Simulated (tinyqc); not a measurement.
Worked calculation: potential-pH (Pourbaix) lines of a metal, its cation, its oxide and an oxyanion, with a complexing ligand. Computed by tinyqc, a small Python program that keeps every step. Command: `OMP_NUM_THREADS=1 python tinyqc.py 3022346 3022347 out.jsonl pourb walk`. One thread of a shared host (Intel(R) Xeon(R) Processor @ 2.30GHz), about 0.02 s of CPU time with the checks. Intermediate numbers are printed to about 7 digits and carried at full precision; extremes and crossings named in words are read from the listed rows.

Potentials are against the standard hydrogen electrode; solids and water have unit activity; dG_f of M, H+ and the electron is zero; F = e N_A and s = R T ln(10)/F. The cation carries z = 2.

Inputs (values chosen for the exercise, modelled on nickel):
```
quantity                                      value      unit
dG_f of the cation                           -45.61    kJ/mol
dG_f of the oxide                           -211.89    kJ/mol
dG_f of the oxyanion                        -262.17    kJ/mol
dG_f of water                               -237.14    kJ/mol
temperature T                                298.15         K
log10 of the dissolved activity a                -2         -
pH                                               11         -
potential E                                   -0.08         V
log10 of the stability constant beta of ML      5.7         -
pKa of HL                                       9.4         -
total ligand c_L                             0.0028     mol/L
limiting current density i_L                2.9e-05    A/cm^2
molar volume V_m                               6.59  cm^3/mol
```

Species: M, M2+, MO, MO2(2-).

exchange current densities, metal and cathodic (A/cm^2): 8e-05  3.4e-12

Tafel slopes, anodic and cathodic (mV/decade): 65  105

Constants: R = 8.314462618 J/(mol K); e = 1.602176634e-19 C; N_A = 6.02214076e+23 1/mol.

## Standard potentials

M2+ + 2e = M; MO + 2H+ + 2e = M + H2O; MO2(2-) + 4H+ + 2e = M + 2H2O. For each, E0 = -dG/(z F), and E = E0 + (s/z) log10 a - (s n_H/z) pH, with no activity term for the oxide.

s = 0.05915935 V

E0 (V): cation -0.236357, oxide 0.130849, oxyanion 1.099183

The metal is less noble than hydrogen.

## Vertical lines

Two oxidised species coexist where their lines against the metal cross: pH1 (cation/oxide) = [E0(oxide) - E0(cation)]/s - (log10 a)/z; pH2 (oxide/oxyanion) = {[E0(oxyanion) - E0(oxide)]/s + (log10 a)/z}/(4/z - 1).

pH1 = 7.207067

pH2 = 15.36823

width of the oxide field, pH2 - pH1 = 8.161160

The oxide is stable from pH 7.21 to 15.37; each decade less of dissolved metal narrows this field by 1.00 pH units.

## The stable species at (pH, E)

The metal is stable below the lowest of the three lines; above it, the species of the lowest line is stable. Water lines at 1 bar: hydrogen E = -s pH, oxygen E = -dG_f(water)/(2F) - s pH.

lines at this pH (V): cation -0.2955165, oxide -0.5199039, oxyanion -0.2614824

upper limit of immunity = -0.5199039 V

hydrogen line = -0.6507528 V

oxygen line = 0.5781386 V

E above the limit of immunity = 0.4399039 V

Stable here: the oxide (passivity, if the film is dense). Immunity reaches above the hydrogen line, so without the ligand only oxygen or another oxidant can attack. Caution: other oxidation states, hydroxides and hydrides are left out, and the lines say nothing of rates.

## A complexing ligand

The free ligand is c_L/(1 + 10^(pKa - pH)) (ligand in excess); dissolved metal is a in all, so the free cation is a/alpha, alpha = 1 + beta [L]; the cation line drops by (s/z) log10 alpha.

free ligand = 0.002731391 mol/L

log10 alpha = 3.136701

cation line with ligand = -0.3882991 V

that line less the oxide line = 0.1316048 V

The oxide still lies below the complexed cation at this pH. Caution: the ligand is not in tenfold excess over the metal, as assumed.

## Mixed potential with oxygen reduction

Anodic i = i0a 10^((E - E_a)/b_a) with E_a the cation line with ligand; cathodic i = i0c 10^((E_c - E)/b_c) with E_c the oxygen line; supply caps the cathodic current, 1/i_c = 1/i(Tafel) + 1/i_L. E_corr makes the two currents equal. Without the cap it would be [b_c E_a + b_a E_c + b_a b_c log10(i0c/i0a)]/(b_a + b_c). Rate = i V_m/(z F). Films are left out.

E_corr without the cap = -0.3147273 V

corrosion potential E_corr = -0.4170241 V

corrosion current density = 2.891790e-05 A/cm^2

i/i_L = 0.9971690

etch rate = 0.5925324 nm/min

The current sits at the supply limit: stirring or more oxidant, not the ligand, sets the rate. Caution: at this pH the oxide, not the cation, is the stable product, and a film would cut the rate. Caution: so near the reversible potential the back reaction matters and the Tafel form fails.

## The diagram with and without ligand

The formulas are those given above.

Lines against the metal (V); the species with the lowest line is stable above it:
```
pH      cation       oxide   oxyanion  stable above  cation with ligand  stable above, ligand
0   -0.2955165   0.1308489   1.040023        cation          -0.2955165             dissolved
2   -0.2955165   0.0125302   0.803386        cation          -0.2955172             dissolved
4   -0.2955165  -0.1057885   0.566748        cation          -0.2955881             dissolved
5   -0.2955165  -0.1649478   0.448430        cation          -0.2962148             dissolved
6   -0.2955165  -0.2241072   0.330111        cation          -0.3012163             dissolved
7   -0.2955165  -0.2832665   0.211792        cation          -0.3196892             dissolved
8   -0.2955165  -0.3424259   0.093474         oxide          -0.3469323             dissolved
9   -0.2955165  -0.4015852  -0.024845         oxide          -0.3725036                 oxide
10  -0.2955165  -0.4607446  -0.143164         oxide          -0.3857411                 oxide
12  -0.2955165  -0.5790633  -0.379801         oxide          -0.3885854                 oxide
14  -0.2955165  -0.6973820  -0.616439         oxide          -0.3886173                 oxide
```

Without ligand the oxide holds 5 of the eleven rows (pH 8 to 14), with it 4 (pH 9, 10, 12, 14). The ligand acts once beta [L] exceeds 1, from pH = pKa - log10(beta c_L) = 6.3 on; its line then falls by at most s/z per pH unit and flattens beyond pKa, 0.093 V below the free cation at most. The oxide line falls faster, by s per pH unit, so the oxide takes over again at higher pH.

Checks made by the program: the lines cross at pH1 and pH2 (relative difference below 1e-10).
